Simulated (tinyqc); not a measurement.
Inside a calculation. Model: five-frequency model of solute diffusion by vacancies in an fcc metal. Computed by tinyqc, a small Python program that keeps every step. Command: `OMP_NUM_THREADS=1 python tinyqc.py 3019042 3019043 out.jsonl fivefreq walk`. One thread of a shared host (Intel(R) Xeon(R) Processor @ 2.30GHz), about 0.05 s of CPU time with the checks. Intermediate numbers are printed to about 5 digits and carried at full precision; extremes and crossings named in words are read from the listed rows.

A vacancy next to the solute exchanges with it (w2), jumps to one of 4 sites that also neighbour the solute (w1) or to one of 7 that do not (w3); w4 is the reverse of w3 and w0 the host jump.

Inputs (values chosen for the exercise, for a model solute in a host close to nickel):

| quantity | value | unit |
|---|---|---|
| barrier E0 (host jump) | 1.02 | eV |
| barrier E1 (vacancy circles the solute) | 1.08 | eV |
| barrier E2 (exchange) | 0.912 | eV |
| barrier E3 (dissociation) | 1.06 | eV |
| binding energy E_b (positive for attraction) | 0.16 | eV |
| vacancy formation energy E_f | 1.78 | eV |
| formation entropy S_f | 2.1 | k_B |
| attempt frequency nu | 5.8 | THz |
| lattice constant a | 3.52 | angstrom |
| temperature T | 855 | K |

Constants: k_B = 8.617333262e-05 eV/K.

## Jump rates

w_i = nu exp(-E_i/(k_B T)); detailed balance gives E4 = E3 - E_b.

rates (1/s): w0 5.6372e+06, w1 2.4968e+06, w2 2.4415e+07, w3 3.2755e+06, w4 2.8734e+07

## Correlation factor

Manning: with y = w4/w0, 7F = 7 - (10 y^4 + 180.5 y^3 + 927 y^2 + 1341 y)/(2 y^4 + 40.2 y^3 + 254 y^2 + 597 y + 436); f2 = (2 w1 + 7F w3)/(2 w2 + 2 w1 + 7F w3). The mean cosine between successive solute jumps follows from f2 = (1 + c)/(1 - c).

y = w4/w0 = 5.0973

7F = 3.3244

correlation factor f2 = 0.24543

mean cosine c = -0.60587

The solute exchanges back and forth with the vacancy, so most jumps cancel.

## Diffusivities

c_v = exp(S_f - E_f/(k_B T)); host D0 = a^2 c_v w0 x 0.7815; solute D2 = a^2 c_v exp(E_b/(k_B T)) w2 f2; 1 angstrom^2 = 1e-16 cm^2.

vacancy fraction c_v = 2.6294e-10

host diffusivity D0 = 1.4352e-18 cm^2/s

solute diffusivity D2 = 1.7126e-17 cm^2/s

ratio D2/D0 = 11.932

The ratio splits into binding 8.77, exchange rate 4.33 and correlation 0.314.

## Solute against host over temperature

The formulas are those given above.

Diffusion:

| T (K) | f2 | D0 (cm^2/s) | D2 (cm^2/s) | D2/D0 |
|---|---|---|---|---|
| 556 | 0.08339 | 1.9111e-27 | 5.4788e-26 | 28.668 |
| 641 | 0.12795 | 4.4343e-24 | 9.2908e-23 | 20.952 |
| 727 | 0.17584 | 1.7825e-21 | 2.8912e-20 | 16.220 |
| 855 | 0.24543 | 1.4352e-18 | 1.7126e-17 | 11.932 |
| 983 | 0.30802 | 2.0232e-16 | 1.8867e-15 | 9.325 |
| 1110 | 0.36147 | 8.8819e-15 | 6.7679e-14 | 7.620 |
| 1240 | 0.40763 | 1.9112e-13 | 1.2243e-12 | 6.406 |

The apparent activation energy of D2 is 2.687 eV between the coldest rows and 2.642 eV between the hottest; without correlation it would be E_f - E_b + E2 = 2.532 eV, and the host has 2.800 eV. At low T f2 is small, w2 cancels from D2, and the easier of circling and escape sets the barrier, near E_f - E_b + min(E1, E3) = 2.680 eV.

Checks made by the program: Manning formula against a solved vacancy walk within 5 nearest-neighbour distances (relative difference 7e-03).
